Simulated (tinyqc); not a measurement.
The first four gaps: longitudinal sound in a periodic multilayer: transfer matrices, stop bands and folded phonons. Computed by tinyqc, a small Python program. Command: `OMP_NUM_THREADS=1 python tinyqc.py 3007128 3007129 out.jsonl multilayer walk`. One thread of a shared host (Intel(R) Xeon(R) Processor @ 2.30GHz), about 0.01 s of CPU time with the checks.

Layers 1 and 2 repeat with period d = d_1 + d_2; waves travel normal to the layers, without loss. State vector (u, s): displacement u and stress divided by omega. Impedances Z = rho v are in 1e6 kg/(m^2 s).

Inputs (values chosen for the exercise, modelled on gallium nitride (layer 1), aluminium nitride (layer 2) and silicon (substrate)):
```
quantity,value,unit
density rho_1,6.14,g/cm^3
velocity v_1,8170,m/s
thickness d_1,25,nm
density rho_2,3.28,g/cm^3
velocity v_2,11200,m/s
thickness d_2,34.3,nm
substrate density,2.31,g/cm^3
substrate velocity,8470,m/s
```

Method:
- Z = rho v; interface reflection r = (Z_2 - Z_1)/(Z_2 + Z_1) (stress amplitude, from 1 into 2); Bragg frequency f_B = 1/[2 (d_1/v_1 + d_2/v_2)]; long-wave velocity v_eff = d/sqrt[(d_1/v_1)^2 + (d_2/v_2)^2 + (Z_1/Z_2 + Z_2/Z_1)(d_1/v_1)(d_2/v_2)].
- A layer maps (u, s) by [[cos p, sin p/Z], [-Z sin p, cos p]], p = 2 pi f d_i/v_i; one period is M = M_2 M_1, and cos(q d) = trace(M)/2.
- Gap m contains m f_B; its edges, where trace(M)/2 = (-1)^m, are found by root search. Weak-contrast estimate of the width: (4 f_B/pi) |r sin(m pi a)|, a = (d_1/v_1)/(d_1/v_1 + d_2/v_2).

Bragg frequency f_B = 81.6663 GHz

Z_1 = 50.1638

Z_2 = 36.736

interface reflection r = -0.154520

Stop bands (GHz):
```
m,lower edge,upper edge,width,weak-contrast estimate
1,73.60,89.73,16.132,16.067
2,163.32,163.34,0.021,0.021
3,236.93,253.06,16.132,16.067
4,326.64,326.69,0.042,0.042
```

What does the comparison show, and why?

With a = 0.500, gap 1 is the widest and gap 2 the narrowest: the layers are near a quarter wave each at f_B, so the even gaps almost close. The weak-contrast estimate misses the first width by -0.4 % at |r| = 0.15. Odd gaps open at the edge of the folded zone (q = pi/d), even ones at its centre.
